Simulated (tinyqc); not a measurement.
## Poole-Frenkel parameters from three currents

Question. Poole-Frenkel conduction in an insulator follows J = s0 F exp[-(pt - sqrt(q F/(pi eps0 ei)))/Vt], Vt = kB T/q, F in V/cm. Find ei, pt and s0.

Constants: q = 1.602176634e-19 C, kB = 1.380649e-23 J/K, eps0 = 8.8541878128e-14 F/cm where lengths are in cm. Results are converted to the units shown.

J at (1.12 MV/cm, 350 K), (4.5 MV/cm, 350 K) and (4.5 MV/cm, 400 K) (A/cm^2): [1.8860755e-5, 51.275948, 271.30844]

Solution. The two fields give the lowering coefficient and so ei; the two temperatures give the lowered barrier, to which the lowering is added back.

ei = 3.97
pt = 1.21 eV
s0 = 7.00 S/cm

Numbers from tinyqc (`OMP_NUM_THREADS=1 python tinyqc.py 2370047 2370048 out.jsonl`; about 0.01 s on one thread of a shared Intel Xeon 2.30GHz).
